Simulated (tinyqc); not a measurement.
# From one set of inputs to another, one input at a time

Model: epitaxial growth on a vicinal surface: Burton-Cabrera-Frank step flow, step-edge barrier and island nucleation. Computed by tinyqc, a small Python program. Command: `OMP_NUM_THREADS=1 python tinyqc.py 3024283 3024284 out.jsonl stepflow ladder`. One thread of a shared host (Intel(R) Xeon(R) Processor @ 2.30GHz), about 0.06 s of CPU time with the checks.

Adatoms land at rate F, hop on a square grid (a simplification for hexagonal faces), desorb, or join steps. Lengths are in units of a and n is the adatom coverage. Steps ascend at x = 0 and descend at x = l.

The inputs printed are set A. Set A is close to those used for GaAs(001); the values taken over come from a set close to those used for Si(111). Inputs not listed in the table keep their values of set A, so the rows need not describe a real material.

Inputs (values chosen for the exercise, close to those used for GaAs(001)):

| quantity | value | unit |
|---|---|---|
| site spacing a | 4 | angstrom |
| step height h | 2.83 | angstrom |
| diffusion barrier E_d | 1.33 | eV |
| desorption energy E_a | 2.47 | eV |
| adatom formation energy E_f | 0.828 | eV |
| step-edge barrier E_s | 0.29 | eV |
| attempt frequency nu | 1 | THz |
| deposition rate F | 7 | layers/s |
| miscut angle | 0.1 | degrees |
| temperature T | 600 | C |
| critical nucleus size i | 1 | - |

Constants: k_B = 8.617333262e-05 eV/K.

Method:
- D = nu exp(-E_d/(k_B T)) (a^2/s, nu counted per direction); tau = exp(E_a/(k_B T))/nu; x_s = sqrt(D tau); n_eq = exp(-E_f/(k_B T)); terrace width l = h/(a tan(miscut)); Schwoebel length l_s = exp(E_s/(k_B T)) - 1.
- Temperatures in kelvin are T(C) + 273.15.
- D n'' - n/tau + F = 0 with n(0) = n_eq and -l_s n'(l) = n(l) - n_eq. With u = n - F tau, A = n_eq - F tau, y = l/x_s, s = l_s/x_s: u = A cosh(x/x_s) + B sinh(x/x_s), B = A (1 - cosh y - s sinh y)/(sinh y + s cosh y). Flux into the ascending step J+ = D B/x_s, over the descending one J- = -(D/x_s)(A sinh y + B cosh y); step velocity J+ + J-; growth rate (J+ + J-)/l. For small y: J+ + J- = (F - n_eq/tau) l, J-/J+ = l/(l + 2 l_s).
- The coverage peaks where n' = 0, tanh(x/x_s) = -B/A.
- Island density on a flat surface without desorption: N = 0.25 (F/D)^(i/(i+2)) exp(E_i/((i+2) k_B T)) per site, with E_i = 0 for i = 1; spacing l_n = N^(-1/2). Step flow needs an effective width l_eff = 2 x(peak) below l_n.

Each row keeps all changes above it:

| input moved | from | to | ratio l_eff/l_n | island density N on a flat surface (per site) | diffusion length x_s (a) |
|---|---|---|---|---|---|
| set A | - | - | 58.803 | 0.017320 | 1950 |
| step-edge barrier E_s (eV) | 0.29 | 0 | 53.348 | 0.017320 | 1950 |
| temperature T (C) | 600 | 940 | 23.363 | 0.003322 | 233 |
| miscut angle (degrees) | 0.1 | 0.3 | 7.788 | 0.003322 | 233 |
| desorption energy E_a (eV) | 2.47 | 3.09 | 7.788 | 0.003322 | 4527 |
| deposition rate F (layers/s) | 7 | 0.017 | 2.855 | 0.000447 | 4527 |
| adatom formation energy E_f (eV) | 0.828 | 1 | 2.855 | 0.000447 | 4527 |
| diffusion barrier E_d (eV) | 1.33 | 1.06 | 1.856 | 0.000189 | 16467 |

Which inputs carry the difference?

Ratio l_eff/l_n goes from 58.8 to 1.86, a factor 0.0316 in all. The largest single move comes from miscut angle (a factor 0.333). Island density N on a flat surface goes from 0.0173 to 1.89e-4, a factor 0.0109 in all. The largest single move comes from deposition rate F (a factor 0.134). Diffusion length x_s goes from 1950 to 16500, a factor 8.44 in all. The largest single move comes from desorption energy E_a (a factor 19.4), and temperature T works against it (a factor 0.120). The single moves hold for this order of the switches; the total does not depend on the order.

Caution (all rows): twice the distance from the ascending step to the coverage peak exceeds the expected island spacing [0.25 (F/D)^(i/(i+2)) exp(E_i/((i+2) k_B T))]^(-1/2) by 40 % or more, so islands nucleate and the step-flow values are formal. Caution (all rows): the prefactor 0.25 and the criterion are estimates, good to a factor of about two in length.

Extremes, crossings and ranges named in words are read from the listed rows.
